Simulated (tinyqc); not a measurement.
## Doping from the body effect

Problem. The threshold of a long MOSFET, counted against the source, shifts by gamma (sqrt(2 phiF + Vsb) - sqrt(2 phiF)) with gamma = sqrt(2 eps0 eps_r q N)/Cox. Find 2 phiF, gamma and N from two shifts.

Values chosen for this exercise:
```
symbol  value  unit                meaning
eps_r    9.44        relative permittivity
```

Constants: q = 1.602176634e-19 C, eps0 = 8.8541878128e-14 F/cm where lengths are in cm. Results are converted to the units shown.

|VT - VT(0)| at source-body biases 1.1 and 2.4 V (V): 0.011549723  0.023242578
Cox = 0.94866298 uF/cm^2

Solution. The ratio of the shifts depends on 2 phiF alone and rises steadily with it, so it fixes 2 phiF; either shift then gives gamma, and gamma gives N.

2 phiF = 2.780 V
gamma = 0.03819 V^0.5
N = 4.900e15 cm^-3

Computed by the program tinyqc: `OMP_NUM_THREADS=1 python tinyqc.py 2060151 2060152 out.jsonl`, one thread of a shared Intel Xeon 2.30GHz, about 0.01 s for the whole run.
